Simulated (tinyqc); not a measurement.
Thermal, flicker and telegraph noise of a field-effect transistor: one step, computed by the program tinyqc.

Strong inversion, threshold roll-off and channel-length modulation left out; noise sources are uncorrelated and are given as one-sided spectral densities. The drain voltage is 50 mV.

Problem. Flicker noise. C_ox = 3.9 eps_0/t; I = mu C_ox (W/L) V_ov V_D; g_m = I/V_ov; g_d0 = I/V_D. Tunnelling length lambda = hbar/(2 sqrt(2 m_ox phi)); flat-band noise S_Vfb = e^2 k_B T lambda N_t/(W L C_ox^2 f). S_I = g_m^2 S_Vfb.

Inputs (values chosen for the exercise, modelled on a high-k silicon transistor): width W = 77 micrometre; length L = 1400 nm; electrical oxide thickness t = 2.1 nm; mobility mu = 180 cm^2/(V s); overdrive V_ov = 0.56 V; oxide trap density N_t = 4e+18 1/(eV cm^3); oxide barrier phi = 2.3 eV; oxide mass m_ox = 0.42 m_0; frequency f = 40 Hz; temperature T = 200 K.

Operating region: linear. Flicker model: number fluctuation.

drain current I = 455.8136 microampere

Constants: eps_0 = 8.8541878128e-12 F/m; hbar = 1.054571817e-34 J s; m_0 = 9.1093837015e-31 kg; e = 1.602176634e-19 C; k_B = 8.617333262e-05 eV/K.

Give: tunnelling length lambda; S_Vfb; flicker S_I; flicker S_I/I^2.

Solution.

tunnelling length lambda = 0.99299 angstrom

S_Vfb = 1.5072e-13 V^2/Hz

flicker S_I = 9.9852e-20 A^2/Hz

flicker S_I/I^2 = 4.8060e-13 1/Hz
